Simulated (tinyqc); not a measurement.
Band-to-band tunnelling across a p-n junction in a two-band chain: one step. WKB for the same field. Three cases, with inputs chosen for the exercise.

Task: T = exp(-2 I/F), I = integral of q de across the gap. Continuum: q = sqrt(Eg^2/4 - e^2)/(t a), I = pi Eg^2/(8 t a). Lattice: q from the cosh formula, 12 Gauss-Legendre points in u with e = (Eg/2) sin(u), u from -pi/2 to pi/2. F in V/angstrom is the value in MV/cm over 100.

Sites alternate A at -Eg/2 and C at +Eg/2 with hopping -t; near the edges, with k counted from the zone boundary pi/a, E^2 = (Eg/2)^2 + (t a k)^2, so t = sqrt(c Eg/m)/a gives the mass m, c = hbar^2/2m0. In the gap cosh(q a) = 1 + (Eg^2/4 - e^2)/(2 t^2), e the energy from the local mid-gap. The potential is V0 = Eg + ov on the p side (left), 0 on the n side, and falls linearly over the 2N sites of the junction, V_j = V0 (1 - j/(2N + 1)), j = 1 to 2N, site 1 being A. E = Eg/2 + x ov. A half chain that ends on a site of level e1 with neighbour e2 has g = (1 + z)/(E - e1), z = exp(-/+ i k a) the root with Im g < 0, cos(k a) = (E - e1)(E - e2)/(2 t^2) - 1. S_L = t^2 g (ending on C, shifted by V0), S_R = t^2 g (starting on A). T = 4 Im(S_L) Im(S_R) |G_(1,2N)|^2.

Constants: hbar^2/2m0 = 3.80998211 eV angstrom^2.

Case 1.

Values chosen (gap and mass near those of InGaAs; the results hold for these values, not for the real material):
- Eg = 0.743 eV (gap)
- m = 0.0429 m0 (mass of electron and light hole)
- a = 6 angstrom (period (two sites))
- ov = 0.41 eV (overlap: top of the valence band on the p side above the conduction edge on the n side)

F = 3.49394 MV/cm

Case 2.

Values chosen (gap and mass near those of InAs; the results hold for these values, not for the real material):
- Eg = 0.364 eV (gap)
- m = 0.0231 m0 (mass of electron and light hole)
- a = 4 angstrom (period (two sites))
- ov = 0.34 eV (overlap: top of the valence band on the p side above the conduction edge on the n side)

F = 3.91111 MV/cm

Case 3.

Values chosen (gap and mass near those of InAs; the results hold for these values, not for the real material):
- Eg = 0.348 eV (gap)
- m = 0.0251 m0 (mass of electron and light hole)
- a = 4 angstrom (period (two sites))
- ov = 0.23 eV (overlap: top of the valence band on the p side above the conduction edge on the n side)

F = 2.62727 MV/cm

Give: I; T by WKB.

Result:

Case 1.

I (eV/angstrom): continuum 0.026688, lattice 0.026625

T by WKB: continuum 0.2170, lattice 0.2178

The chain gives 0.2719, 1.248 times the lattice WKB value; the exponent is only 1.52, and reflections at the two kinks of the potential count.

Case 2.

I (eV/angstrom): continuum 0.006715, lattice 0.006713

T by WKB: continuum 0.7094, lattice 0.7094

The chain gives 0.6088, 0.858 times the lattice WKB value; the exponent is only 0.34, and reflections at the two kinks of the potential count.

Case 3.

I (eV/angstrom): continuum 0.006543, lattice 0.006542

T by WKB: continuum 0.6077, lattice 0.6078

The chain gives 0.5761, 0.948 times the lattice WKB value; the exponent is only 0.50, and reflections at the two kinks of the potential count.

Computed by tinyqc, one run a case: `OMP_NUM_THREADS=1 python tinyqc.py N N+1 out.jsonl` with N = 1482075, 1482123, 1482143; one thread of a shared Intel(R) Xeon(R) Processor @ 2.30GHz, about 0.01 s a run at most.
